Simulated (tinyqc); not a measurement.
Hot electrons in a saturated n-channel MOSFET, lucky-electron model: one step of the calculation.

Beyond pinch-off the lateral field grows as Esat cosh(y/l) over the velocity-saturated region (pseudo-two-dimensional model). Impact ionisation in this region gives the substrate current, which biases the body forward through Rsub. Currents are per width. Local-field laws: they overstate ionisation when the field peak is narrower than an energy relaxation length.

Problem. Body bias from the substrate current. Cox = 3.9 eps0/tox. Overdrive g = Vg - VT + kb Vb; Vdsat = g Esat L/(g + Esat L); Id = Cox vs (g - Vdsat); dV = Vd - Id Rd - Vdsat; Em = sqrt((dV/l)^2 + Esat^2); Isub = Id (Ai/Bi) l Em exp(-Bi/Em). Vb(new) = Rsub Isub.

Parameters, values chosen for the exercise; values close to those of silicon n-channel devices: channel length L = 1.2 um; oxide thickness tox = 25 nm; threshold VT = 0.44 V; saturation velocity vs = 1e7 cm/s; ionisation prefactor Ai = 2e6 1/cm; ionisation field Bi = 1.82 MV/cm; resistance of the lightly doped drain Rd = 0 ohm um; substrate resistance Rsub = 20000 ohm um; fall of VT per volt of forward body bias kb = 0.28; drain voltage Vd = 5.2 V; gate voltage Vg = 3.5 V.

Constants: eps0 = 8.8541878128e-14 F/cm where lengths are in cm. Results are converted to the units shown.

Vb at the start = 0 V
l = 177.48239 nm
Esat = 0.08 MV/cm

Give: Vdsat; Id; dV; Em; Isub; Vb after iteration 1.

Solution.

Vdsat = 2.3204 V
Id = 102.16 uA/um
dV = 2.8796 V
Em = 0.18090 MV/cm
Isub = 0.015398 uA/um
Vb after iteration 1 = 3.0796e-4 V

Computed by the program tinyqc: `OMP_NUM_THREADS=1 python tinyqc.py 2550166 2550167 out.jsonl`, one thread of a shared Intel Xeon 2.30GHz, about 0.01 s for the whole run.
